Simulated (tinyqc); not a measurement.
Landau-Devonshire theory of a uniaxial ferroelectric: one step, computed by the program tinyqc.

G(P) = (alpha/2) P^2 + (beta*/4) P^4 + (gamma/6) P^6 - E P per volume, SI units, one domain, P along the polar axis.

Question. Temperatures of the first-order transition. T_C = T0* + 3 beta*^2/(16 alpha_0 gamma); the polar phase survives up to T1 = T0* + beta*^2/(4 alpha_0 gamma); at T_C Ps^2 = -3 beta*/(4 gamma); latent heat = (1/2) alpha_0 T_C Ps^2.

Inputs (values chosen for the exercise, modelled on barium titanate):
```
quantity                       value         unit
alpha_0                       669000  J m/(C^2 K)
Curie-Weiss temperature T0       381            K
gamma                       1.59e+10    J m^9/C^6
temperature T                    301            K
```

Sample: free crystal.

T0* = 381 K

beta* = -8.25e+08 J m^5/C^4

Give: transition temperature T_C; superheating limit T1; jump of Ps; latent heat.

Answer.

transition temperature T_C = 393.00 K

superheating limit T1 = 397.00 K

jump of Ps = 19.727 microcoulomb/cm^2

latent heat = 5.1157 MJ/m^3

Thermal hysteresis can span at most T1 - T0* = 16.0 K.
